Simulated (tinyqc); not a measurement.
MOSFET with velocity saturation and source resistance: one step of the calculation.

Strong inversion, charge Q = Cox (Vg - m V) at channel potential V with Vg the gate overdrive, and drift velocity v = mu E/(1 + mu E/vsat). Integrating along the channel gives I = mu Cox (1/L)(Vg Vd - m Vd^2/2)/(1 + Vd/Vc) per width, Vc = vsat L/mu, which peaks at Vdsat. Units: I in uA/um, Rs in ohm um, so the drop over Rs is 1e-6 I Rs volts.

Question. Saturation without source resistance. Vg = Vgs - VT (0 if negative), mu = mu0/(1 + th Vg), Vc = vsat L/mu, x = sqrt(1 + 2 Vg/(m Vc)), Vdsat = 2 Vg/(m (1 + x)), Isat = Cox vsat Vg (x - 1)/(x + 1) per width. Long-channel limit: mu Cox Vg^2/(2 m L); short-channel limit: Cox vsat Vg.

Parameters, values chosen for the exercise:
```
symbol  value        unit                       meaning
Cox      1.17     uF/cm^2              gate capacitance
mu0       130  cm^2/(V s)  mobility at low gate voltage
th        0.4         1/V          mobility degradation
vsat    1.2e7        cm/s           saturation velocity
m        1.06                               body factor
VT       0.43           V                     threshold
L           2          um                channel length
Vgs       1.8           V                  gate voltage
```

Wanted: Vg; mu; Vc; Vdsat; Isat; long-channel limit; short-channel limit.

Answer.

Vg = 1.370 V
mu = 83.98 cm^2/(V s)
Vc = 28.58 V
Vdsat = 1.264 V
Isat = 41.63 uA/um
long-channel limit = 43.49 uA/um
short-channel limit = 1923 uA/um

tinyqc, about 0.01 s, one thread, Intel Xeon 2.30GHz (shared host): `OMP_NUM_THREADS=1 python tinyqc.py 2500120 2500121 out.jsonl`
